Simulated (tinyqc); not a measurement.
Binding against well width: donor or exciton in a quantum well (variational effective-mass method). Computed by tinyqc, a small Python program. Command: `OMP_NUM_THREADS=1 python tinyqc.py 3023284 3023285 out.jsonl welldonor walk`. One thread of a shared host (Intel(R) Xeon(R) Processor @ 2.30GHz), about 0.2 s of CPU time with the checks.

H = -nabla^2 - 2/|r - r_i| + V(z) in effective units; trial function psi = f(z) exp(-|r - r_i|/lambda), f the ground state of the well. Mass and screening are the same in well and barrier; l = L/a* is the width in effective units. Bands are flat: no polarisation or applied field.

Inputs (values chosen for the exercise, for a model semiconductor):
```
quantity                               value  unit
electron mass m                       0.0619   m_0
dielectric constant eps                 11.8     -
well width L                             3.4    nm
donor position z_i/L from the centre     0.2     -
barrier height V_0                      0.18    eV
```

Centre: donor. Barriers: finite.

Constants: Ry = 13.605693123 eV; a_0 = 0.529177210903 angstrom.

Method:
- Ry* = Ry m/eps^2, a* = a_0 eps/m; l = L/a*.
- k solves k tan(k l/2) = sqrt(v - k^2), v = V_0/Ry*, 0 < k l/2 < pi/2 (bisection); f = cos(k z) inside and cos(k l/2) exp(-kappa (|z| - l/2)) outside, kappa = sqrt(v - k^2); subband energy k^2 Ry*.
- Binding E_b(lambda) = -1/lambda^2 + 4 A/(lambda B), with A = int f^2 exp(-2 s/lambda) dz, B = int f^2 exp(-2 s/lambda)(1 + 2 s/lambda) dz and s = |z - z_i|; 40 Gauss-Legendre points on each piece between the walls at z = -l/2 and l/2 and z_i, and out to 12/(kappa + 1/lambda) beyond the walls.
- Each row maximises over lambda (golden section, 0.3 to 4).

a* = 10.0877 nm

Ry* = 6.04849 meV

Against width:
```
L (nm)  lambda (a*)  binding (Ry*)  binding (meV)
1.0         0.87669         1.8438         11.152
1.9         0.82118         2.1178         12.810
3.4         0.80859         2.2140         13.391
6.1         0.84885         2.0843         12.607
11.0        0.93007         1.8034         10.908
```

The binding peaks at 2.214 Ry* near L = 3.4 nm: in narrower wells the envelope leaks into the barriers and returns towards three dimensions. In the widest well it is 1.803 Ry*. Rows under about 2 nm are a few atomic layers, where the envelope model is only a guide.

Extremes, crossings and ranges named in words are read from the listed rows.
